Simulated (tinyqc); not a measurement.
Resistance of a source-drain extension with a graded tip: two steps of the calculation.

y runs along the channel, the gate covers y > 0. The doping is N0 for y < y0 and N0 10^(-(y - y0)/la) beyond, uniform over the depth xj. Sheet conductance s(y) = q mu(N) max(N - Nch, 0) xj + (for y > 0) ma Cox Vo, with mu(N) = u0 + (u1 - u0)/(1 + (N/Nr)^au) and Cox = eps0 eox/tox. Current is taken as one-dimensional; depletion of the tip, spreading and the contact are left out. The metallurgical junction lies at yj, where N = Nch.

Parameters, values chosen for the exercise; mobility law close to that of holes in silicon:
```
symbol    value        unit                                                                 meaning
eox         3.9              relative permittivity of the gate insulator (close to silicon dioxide)
tox         3.9          nm                                                     insulator thickness
N0       6.1e19       cm^-3                        active doping of the extension far from the gate
la          5.5   nm/decade                                                      lateral abruptness
y0          4.2          nm          position under the gate where the fall begins (gate edge at 0)
xj           18          nm                                                  depth of the extension
Nch      5.2e17       cm^-3                                                          channel doping
Vo         0.81           V                                                          gate overdrive
ma           44  cm^2/(V s)                                      mobility of the gate-induced layer
u1        470.5  cm^2/(V s)                                                  mobility at low doping
u0         44.9  cm^2/(V s)                                                 mobility at high doping
Nr      2.23e17       cm^-3                                                        reference doping
au        0.719                                                                            exponent
Lg           50          nm                                                             gate length
```

Constants: q = 1.602176634e-19 C, eps0 = 8.8541878128e-14 F/cm where lengths are in cm. Results are converted to the units shown.

Question 1. Sheet resistances and junction position. yj = y0 + la log10(N0/Nch); sheet resistance of the full extension 1/[q mu(N0)(N0 - Nch) xj] and of the gate-induced layer 1/(ma Cox Vo); metallurgical length Lg - 2 yj; ye is where the doped and the gate-induced conductances are equal.

Give: yj; sheet resistance of the extension; sheet resistance of the induced layer; metallurgical length; ye; N at ye.

Answer 1.

yj = 15.581 nm
sheet resistance of the extension = 1096.3 ohm/square
sheet resistance of the induced layer = 31689 ohm/square
metallurgical length = 18.837 nm
ye = 13.367 nm
N at ye = 1.3138e18 cm^-3

The gate takes over 2.21 nm before the junction, where N is still 2.53 times the channel doping.

Question 2. Resistance of the overlapped part. Midpoint rule on 10 equal steps from 0 to yj: R_ov = sum h/s(y), per width.

Give: y; N; doped conductance; sheet resistance; R_ov.

Answer 2.

```
point	y (nm)	N (cm^-3)	doped conductance (uS)	sheet resistance (ohm/square)
0	0.7791	6.100e19	912.2	1060
1	2.337	6.100e19	912.2	1060
2	3.895	6.100e19	912.2	1060
3	5.453	3.609e19	570.5	1661
4	7.012	1.880e19	325.6	2800
5	8.570	9.791e18	190.4	4505
6	10.13	5.100e18	112.9	6923
7	11.69	2.656e18	65.45	1.031e4
8	13.24	1.383e18	33.66	1.533e4
9	14.80	7.205e17	10.00	2.406e4
```

R_ov = 107.2 ohm um

Computed by the program tinyqc: `OMP_NUM_THREADS=1 python tinyqc.py 2282158 2282159 out.jsonl`, one thread of a shared Intel Xeon 2.30GHz, about 0.05 s for the whole run.
